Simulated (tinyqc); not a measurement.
# From one set of inputs to another, one input at a time

Model: anisotropic wet etching of Si(100): plane rates, V-grooves, membranes and undercut. Computed by tinyqc, a small Python program. Command: `OMP_NUM_THREADS=1 python tinyqc.py 3003587 3003588 out.jsonl wetetch ladder`. One thread of a shared host (Intel(R) Xeon(R) Processor @ 2.30GHz), about 0.01 s of CPU time with the checks.

A long slot opens the mask on a (100) wafer. The floor etches at R100; (111) walls stand at theta = arctan(sqrt2) = 54.7356 degrees to the surface and recede at R111 along their normal.

The inputs printed are set A. Set A is close to those used for potassium hydroxide solutions; the values taken over come from a set close to those used for tetramethylammonium hydroxide solutions. Inputs not listed in the table keep their values of set A, so the rows need not describe a real material.

Inputs (values chosen for the exercise, close to those used for potassium hydroxide solutions): prefactor k0 of the (100) rate = 3.9e+08 um/min; activation energy of (100), E = 0.601 eV; ratio (100)/(111) at 80 C = 90; extra energy of (111), dE = 0.12 eV; ratio (100)/oxide at 80 C = 170; extra energy of the oxide, dE_ox = 0.24 eV; corner undercut rate over (100) rate, c = 1.7; bath temperature T = 85 C; width w (mask opening along <110>, or membrane width in the design step) = 81 um; misalignment of the mask = 1 degrees; etch time t = 68 min; wafer thickness d = 380 um; membrane thickness wanted = 7 um.

Constants: k_B = 8.617333262e-05 eV/K.

Method:
- R100 = k0 exp(-E/(k_B T)); a ratio given at 80 C scales as exp[(extra energy/k_B)(1/T - 1/353.15 K)]; R111 and R_ox follow by division.
- Temperatures in kelvin are T(C) + 273.15.
- A misaligned edge exposes ledges and adds R100 sin(misalignment) to the lateral rate (a simple estimate): u = R111/sin(theta) + R100 sin(misalignment). Top width W = w + 2 u t; floor width b = W - 2 z/tan(theta) = W - sqrt2 z. The floor lasts until b = 0, at t_V = w/(sqrt2 R100 - 2u); depth z = R100 t before t_V and W/sqrt2 after.
- Etch depth d - membrane, time = depth/R100; for a membrane as wide as w the opening must be w + sqrt2 depth - 2 u time; oxide mask consumed R_ox x time; a 1 K error changes the depth by the fraction E/(k_B T^2); a convex mask corner, such as that of a mesa, would retreat by c x depth.

Each row keeps all changes above it:
```
input moved                                                                                 from                to  depth z (um)  time t_V to close the V (min)  opening needed (um)
set A                                                                                          -                 -        61.443                         44.055               584.76
etch time t (min)                                                                             68               6.3         8.577                         44.055               584.76
bath temperature T (C)                                                                        85                90        11.214                         33.734               584.17
ratio (100)/(111) at 80 C                                                                     90                15        11.214                         38.008               527.59
ratio (100)/oxide at 80 C                                                                    170              2300        11.214                         38.008               527.59
width w (mask opening along <110>, or membrane width in the design step) (um)                 81               4.9         5.185                          2.299               451.49
prefactor k0 of the (100) rate (um/min) and activation energy of (100), E (eV)  390000000, 0.601  750000000, 0.622         5.156                          2.339               451.49
```

Where does the difference come from?

Depth z goes from 61.4 to 5.16, a factor 0.0839 in all. The largest single move comes from etch time t (a factor 0.140), and bath temperature T works against it (a factor 1.31). Time t_V to close the V goes from 44.1 to 2.34, a factor 0.0531 in all. The largest single move comes from width w (mask opening along <110>, or membrane width in the design step) (a factor 0.0605). Opening needed goes from 585 to 451, a factor 0.772 in all. The largest single move comes from width w (mask opening along <110>, or membrane width in the design step) (a factor 0.856). The single moves hold for this order of the switches; the total does not depend on the order.

Caution (all rows): rates also depend on concentration, doping, additives and stirring, all held fixed here. Caution (rows width w (mask opening along <110>, or membrane width in the design step), prefactor k0 of the (100) rate): the remaining silicon is too narrow for its thickness to act as a membrane.

Extremes, crossings and ranges named in words are read from the listed rows.
